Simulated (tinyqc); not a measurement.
Do the excited 1s states matter for ionisation? Model: valley-orbit splitting of a donor ground state, with strain. Computed by tinyqc, a small Python program. Command: `OMP_NUM_THREADS=1 python tinyqc.py 3025717 3025718 out.jsonl valleyorbit walk`. One thread of a shared host (Intel(R) Xeon(R) Processor @ 2.30GHz), about 0.01 s of CPU time with the checks.

The basis is the 1s envelope in each valley; energies are counted from the unstrained conduction-band edge. The strain is e_s (a a^T - 1/3) for the unit stress axis a, so valley j along n_j moves by Xi_u e_s w_j with w_j = (n_j.a)^2 - 1/3: +1/6 for x and y, -1/3 for z. The splitting at the zone boundary that a [110] shear adds for <100> valleys is left out.

Inputs (values chosen for the exercise, modelled on donors in silicon):
```
quantity                                    value   unit
single-valley binding energy E_0             30.3    meV
central-cell shift Lambda                   0.824    meV
coupling Delta_1                             2.68    meV
coupling Delta_2                             1.98    meV
shear deformation potential Xi_u             8.91     eV
donor density N_D                         1.8e+15  cm^-3
density-of-states mass of one valley m_e    0.324    m_0
```

Valleys: six along <100>. Stress axis: [110].

Constants: k_B = 8.617333262e-05 eV/K; m_0 = 9.1093837015e-31 kg; k_B = 1.380649e-23 J/K; h = 6.62607015e-34 J s.

Method:
- By symmetry: E(A1) = E_0 + Lambda + 4 Delta_1 + Delta_2 (one state), E(T2) = E_0 + Lambda - Delta_2 (three), E(E) = E_0 + Lambda - 2 Delta_1 + Delta_2 (two), as binding energies.
- H_jj = -(E_0 + Lambda) + Xi_u e_s w_j; H_jk = -Delta_2 between opposite valleys and -Delta_1 between perpendicular ones.
- z = sum over levels of exp(-(E - E_ground)/k_B T), the ground-state share being 1/z; N_c = 2 (2 pi m_e k_B T/h^2)^(3/2) sum_j exp(-(shift_j - lowest shift)/k_B T); n1 = N_c/(2 z) exp(-binding/k_B T), binding = lowest shift - E_ground; without compensation n = 2 N_D/(1 + sqrt(1 + 4 N_D/n1)) (Boltzmann statistics; p and higher states left out).
- No strain here. The last two columns set z = 1, with the A1 depth, or use one level at E_0 with z equal to the number of valleys.

E(A1) = 43.824 meV

Ionised share:
```
T (K)       z  all 1s states  ground state alone  no splitting
25     1.0044     5.1987e-04          5.2102e-04       0.00490
42     1.0755     4.4485e-02          4.6094e-02       0.11726
64     1.3178     3.6115e-01          4.0134e-01       0.50680
92     1.7340     7.9140e-01          8.5846e-01       0.84910
130    2.2852     9.5285e-01          9.7825e-01       0.96225
200    3.0667     9.9088e-01          9.9699e-01       0.99184
340    3.9730     9.9810e-01          9.9952e-01       0.99819
```

What does the comparison show, and why?

z grows from 1.004 to 3.97 of at most 6. Leaving out the excited states overstates the ionised share by up to 11.1 % (at 64.0 K); ignoring the splitting misses by a factor 9.42 at the lowest T and 1.00 at the highest.

Extremes, crossings and ranges named in words are read from the listed rows.
